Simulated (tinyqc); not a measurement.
Starting guesses with DIIS over 6 matrices: SCF starting guesses in the sto-3g basis, for H3, spin multiplicity 2. Computed by the program tinyqc with PySCF. UHF with one setting changed at a time; a run stops when the energy changes by less than 1e-09 hartree and the error matrix is below 1e-5. Starts: the lowest orbitals of the core Hamiltonian, of the Wolfsberg-Helmholz matrix (K = 1.75), projected atomic densities, random orbitals, and the highest orbitals of the core Hamiltonian (a deliberately bad start).

Geometry (angstrom):
```
atom       x       y        z
H     0.0000  0.0000   0.0000
H     0.0000  0.0000   1.4690
H     0.0000  0.0000  -1.4690
```

lowest solution found by these runs and by PySCF with stability checks = -1.449584 hartree

Largest element of the error matrix X^T (FDS - SDF) X:
```
iteration     core  Wolfsberg-Helmholz  atomic densities   random  highest core orbitals
1          1.5e-01             1.1e-01           7.0e-03  1.2e-01                6.8e-02
2          5.0e-02             4.9e-02           5.6e-02  1.8e-01                4.8e-02
3          3.6e-02             3.6e-02           5.6e-02  1.8e-01                1.6e-02
4          1.9e-02             1.9e-02           4.9e-02  2.0e-01                1.4e-01
5          4.0e-03             4.0e-03           4.7e-02  5.5e-02                4.5e-03
6          2.5e-03             2.5e-03           4.7e-02  2.3e-02                2.8e-03
8          1.5e-03             1.5e-03           4.2e-03  1.0e-02                5.0e-04
10         1.3e-05             1.6e-05           8.8e-04  2.7e-04                5.8e-05
14               -                   -           1.2e-05        -                      -
```

How each run ends:
```
run                    iterations  E (hartree)         state
core                           13     -1.44958  lowest found
Wolfsberg-Helmholz             13     -1.44958  lowest found
atomic densities               16     -1.44958  lowest found
random                         13     -1.38930        higher
highest core orbitals          12     -1.44958  lowest found
```

What does the comparison show, and why?

4 of 5 runs reach the lowest solution found, in 12 to 16 iterations (fastest: highest core orbitals). Ending on a higher stationary point: random; a small error matrix cannot reveal that, and an occupation fixed by the start is kept by symmetry or by the shape of the basin. The first errors are 1e-01, 1e-01, 7e-03, 1e-01, 7e-02.
